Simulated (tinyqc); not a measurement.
Shape of the cross-section: round or elliptic silicon nanowire with anisotropic valleys (Ritz method).

Wire along x = [110] on a (001) wafer, y = [-110], z = [001]. Valley groups (w = inverse masses): A, two valleys along z: w_y = 1/mt, w_z = 1/ml, m_x = mt; B, four valleys in the wafer plane: w_y = (1/ml + 1/mt)/2, w_z = 1/mt, m_x = (ml + mt)/2.

Constants: hbar^2/2m0 = 3.80998211 eV angstrom^2.

Inputs chosen for the exercise (near those of a Si nanowire; the results hold for these values, not for the real material): ml = 0.907 m0 (longitudinal mass); mt = 0.188 m0 (transverse mass); area = 17.4 nm^2 (cross-section, kept fixed); hw = 2 (height over mean width).

Equal area, hard walls, lowest level of -c (w_y d2/dy2 + w_z d2/dz2), c = hbar^2/2m0. Rectangle W x H with H/W = hw; ellipse with b/a = hw; trapezoid of height H, base W/0.8 and top 0.6 of the base; isosceles triangle of height H and base 2W. Ellipse, trapezoid and triangle by converged Ritz bases; 1 nm^2 = 100 angstrom^2.

Cases:

| shape |
|---|
| rectangle |
| ellipse |
| trapezoid |
| triangle |

Rank the cases by B (eV), lowest first.

Answer: ellipse, rectangle, trapezoid, triangle.

Levels:

| shape | A (eV) | B (eV) | B - A (meV) |
|---|---|---|---|
| rectangle | 0.2418 | 0.1963 | -45.6 |
| ellipse | 0.2103 | 0.1797 | -30.6 |
| trapezoid | 0.2177 | 0.1974 | -20.3 |
| triangle | 0.1480 | 0.2069 | 58.9 |

W = 29.5 angstrom
H = 59.0 angstrom

For group A the order is triangle, ellipse, trapezoid, rectangle, spanning 63 %. For group B the order is ellipse, rectangle, trapezoid, triangle, spanning 15 %. The ellipse lies below the rectangle for both groups, since corners hold little of the wave function. The triangle is lowest for A, whose light mass lies across the width and gains from the wide base. The spacing B - A of the valley groups runs from -46 to 59 meV.

Program tinyqc; command `OMP_NUM_THREADS=1 python tinyqc.py 1251056 1251057 out.jsonl`; about 0.02 s on one thread of a shared Intel(R) Xeon(R) Processor @ 2.30GHz.
